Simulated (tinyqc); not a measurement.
Van der Pauw, Hall and four-point-probe measurements on a doped layer: two steps of the calculation.

A uniform n-type layer with sheet resistance Rs = 1/(q ns mu), point contacts, low field (mu B small).

Values chosen for this exercise:
- rH = 1.1 (Hall factor)
- B = 0.5 T (magnetic field)
- I = 10 uA (current)
- t = 43 nm (thickness of the layer)

Constants: q = 1.602176634e-19 C. Results are converted to the units shown.

Problem 1. New z. The van der Pauw equation exp(-pi RA z) + exp(-pi RB z) = 1 is solved for z = 1/Rs: e1 = exp(-pi RA z), e2 = exp(-pi RB z), f = e1 + e2 - 1, f' = -pi (RA e1 + RB e2), z(new) = z - f/f'.

z at the start = 0.076925732 mS
RA = 178.27118 ohm
RB = 5558.0564 ohm

Give: e1; e2; f; f'; z after iteration 1.

Solution 1.

e1 = 0.95783
e2 = 0.26101
f = 0.21884
f' = -5.0939 kohm
z after iteration 1 = 0.11989 mS

Problem 2. Sheet density, mobility and bulk values. Rs = 1/z; Hall sheet density B I/(q |VH|); Hall mobility |VH|/(Rs B I); true values ns = rH times the Hall density, mu = Hall mobility/rH; bulk density ns/t, resistivity Rs t; correction factor F = Rs/[(pi/ln 2)(RA + RB)/2].

converged z = 0.14579807 mS
VH = -5.2812769 mV
RA = 178.27118 ohm
RB = 5558.0564 ohm

Wanted: Rs; Hall sheet density; Hall mobility; ns; mu; bulk density; resistivity; F.

Solution 2.

Rs = 6858.8 ohm/square
Hall sheet density = 5.9091e11 cm^-2
Hall mobility = 1540.0 cm^2/(V s)
ns = 6.5000e11 cm^-2
mu = 1400.0 cm^2/(V s)
bulk density = 1.5116e17 cm^-3
resistivity = 0.029493 ohm cm
F = 0.52762

Computed by the program tinyqc: `OMP_NUM_THREADS=1 python tinyqc.py 2850205 2850206 out.jsonl`, one thread of a shared Intel Xeon 2.30GHz, about 0.01 s for the whole run.
